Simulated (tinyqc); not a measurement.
Charge-trap memory cell: threshold shift against programming time.

Channel, tunnel oxide, storage layer, blocking layer, gate. N electrons per area sit in a sheet at the centroid and shift the threshold by U = (q/eps0) N (tb/eb + xc tn/en). EOT = t1 + 3.9 (tn/en + tb/eb); tunnel field F = (Vg - U)/EOT; dN/dt = eta (J/q)(1 - N/Nm). Fowler-Nordheim: J = A F^2 exp(-B/F), A = q^2/(16 pi^2 hbar mo phi) (times 1e14 for A/cm^2 with F in V/nm, emitter mass m0), B = (4/3) sqrt(mo/C) phi^1.5, C = hbar^2/(2 m0).

The rate equation is integrated from N = 0 to the digits shown; blocking field (3.9 F + q N/eps0)/eb.

Inputs (values chosen for the exercise); oxide values close to those of silicon dioxide, storage layer close to silicon nitride, blocking layer close to aluminium oxide:

| symbol | value | unit | meaning |
|---|---|---|---|
| phi | 3.07 | eV | tunnel barrier |
| mo | 0.43 | m0 | tunnelling mass |
| t1 | 4.1 | nm | tunnel oxide (permittivity 3.9) |
| tn | 7 | nm | storage layer |
| en | 7.6 |  | its relative permittivity |
| tb | 9.5 | nm | blocking layer |
| eb | 9 |  | its relative permittivity |
| xc | 0.66 |  | charge centroid, share of tn counted from the blocking side |
| eta | 0.79 |  | capture efficiency of an empty layer |
| Nm | 1.2e13 | cm^-2 | trap density |
| Vg | 12.5 | V | gate voltage less flat band and surface potential |

Constants: q = 1.602176634e-19 C, hbar = 1.054571817e-34 J s, m0 = 9.1093837015e-31 kg, eps0 = 8.8541878128e-14 F/cm where lengths are in cm, hbar^2/(2 m0) = 0.0380998212 eV nm^2. Results are converted to the units shown.

Threshold shift against programming time:
```
t (s)	N/Nm	U (V)	F (V/nm)	blocking field (V/nm)
2.4e-6	0.01574	0.05684	1.054	0.4604
1.4e-5	0.07173	0.2591	1.037	0.4665
7.8e-5	0.2028	0.7324	0.9965	0.4807
0.00044	0.3728	1.346	0.9445	0.4992
0.0025	0.5364	1.937	0.8945	0.5170
0.014	0.6799	2.456	0.8506	0.5326
0.078	0.8029	2.900	0.8130	0.5460
0.44	0.9044	3.267	0.7819	0.5570
2.5	0.9756	3.524	0.7601	0.5648
```

Read the table: what changes, and by how much?

U rises from 0.0568 to 3.52 V, by 0.341 V a decade at the end. The traps are 97.6 % full, so filling caps the shift at 3.61 V.

Range of the model: The Fowler-Nordheim form needs F t1 above phi; trap-assisted paths and leakage through the blocking layer are left out.

Program tinyqc, `OMP_NUM_THREADS=1 python tinyqc.py 2130078 2130079 out.jsonl`; Intel Xeon 2.30GHz, shared host, one thread, about 0.04 s.
